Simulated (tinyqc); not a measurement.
## Trap depth and cross-section from two peaks

Question. A DLTS peak lies where ew = sn g T^2 exp(-Et/kB T), g = vth Nc/(300 K)^2. Find Et and sn.

Values chosen for this exercise:
- Nc = 1.04e19 cm^-3 (conduction-band density of states at 300 K)
- vth = 3.4e7 cm/s (thermal velocity at 300 K)

Constants: q = 1.602176634e-19 C, kB = 1.380649e-23 J/K. Results are converted to the units shown.

peak temperatures for ew = 5 and 2000 1/s (K): [155.52928, 214.70307]

Solution. The slope of ln(ew/T^2) against q/kB T is -Et, and the intercept is ln(sn g).

Et = 0.2600 eV
sn = 1.400e-17 cm^2

Numbers from tinyqc (`OMP_NUM_THREADS=1 python tinyqc.py 2050080 2050081 out.jsonl`; about 0.01 s on one thread of a shared Intel Xeon 2.30GHz).
